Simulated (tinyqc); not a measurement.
# Contact resistivity and sheet resistance from two contact lengths

Inverse problem. Rc = [sqrt(rc Rsh)/Wc] coth(Lc/(2 LT)), LT = sqrt(rc/Rsh), Wc = 81 nm; the second contact is twice as long as the first. Find LT, rc and Rsh.

Rc for Lc = 30 and 60 nm (ohm): [163.231813, 91.5508815]

Solution. With t = tanh(Lc/(2 LT)) for the shorter contact, the resistance of the longer over that of the shorter is (1 + t^2)/2. Then sqrt(rc Rsh) = Rc t Wc, and rc and Rsh follow by multiplying and dividing by LT.

LT = 41.2 nm
rc = 1.90e-9 ohm cm^2
Rsh = 112 ohm

Computed by the program tinyqc: `OMP_NUM_THREADS=1 python tinyqc.py 2170112 2170113 out.jsonl`, one thread of a shared Intel Xeon 2.30GHz, about 0.04 s for the whole run.
